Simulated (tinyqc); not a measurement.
Carrier lifetime from Shockley-Read-Hall, radiative, Auger and surface recombination: one step, computed by the program tinyqc.

Energies are counted from the top of the valence band. Boltzmann statistics, full ionisation, and equal excess densities of electrons and holes.

Problem. Lifetimes at the given injection. With n = n_0 + dn, p = p_0 + dn and U/dn = 1/tau: (n p - n_i^2)/dn = n_0 + p_0 + dn = s; 1/tau_SRH = s/[tau_p0 (n + n1) + tau_n0 (p + p1)]; 1/tau_rad = B s; 1/tau_Aug = (C_n n + C_p p) s; the rates add. Radiative efficiency = tau_eff/tau_rad; effective diffusion length = sqrt(D tau_eff).

Inputs (values chosen for the exercise, for a model semiconductor):
```
quantity                   value    unit
temperature T                250       K
doping N                 1.7e+16   cm^-3
radiative coefficient B  7.8e-15  cm^3/s
Auger coefficient C_n    1.3e-31  cm^6/s
Auger coefficient C_p    3.2e-30  cm^6/s
excess density dn        6.5e+15   cm^-3
diffusion coefficient D      2.3  cm^2/s
```

Doping: p-type. Surface term: none.

n_0 = 0.001187504 cm^-3

p_0 = 1.70e+16 cm^-3

tau_p0 = 3.924908e-07 s

n1 = 0.01404284 cm^-3

tau_n0 = 7.091334e-08 s

p1 = 1.437570e+15 cm^-3

Give: tau_SRH at dn; tau_rad at dn; tau_Aug at dn; effective lifetime at dn; radiative efficiency at dn; effective diffusion length at dn.

Solution.

tau_SRH at dn = 1.838e-07 s

tau_rad at dn = 0.005456 s

tau_Aug at dn = 5.596e-04 s

effective lifetime at dn = 1.837e-07 s

radiative efficiency at dn = 3.368e-05

effective diffusion length at dn = 6.501 micrometre

Caution: beyond low injection D should be the ambipolar coefficient.
